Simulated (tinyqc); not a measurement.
# Ideality, saturation current and resistance from three points

Question. Well above the saturation current a diode obeys V = n Vt ln(I/I0) + I Rs. Find n, Rs and I0.

Inputs (values chosen for the exercise): temperature T = 300 K.

Constants: q = 1.602176634e-19 C, kB = 1.380649e-23 J/K, Vt = kB T/q. Results are converted to the units shown.

currents (A): [1e-6, 0.0002, 0.006]
voltages (V): [0.71915644, 0.94597969, 1.1539812]

Answer. V is linear in the three unknowns n Vt, Rs and -n Vt ln I0, so three points give a linear system.

n = 1.640
Rs = 11.00 ohm
I0 = 4.300e-14 A

tinyqc, about 0.01 s, one thread, Intel Xeon 2.30GHz (shared host): `OMP_NUM_THREADS=1 python tinyqc.py 2260002 2260003 out.jsonl`
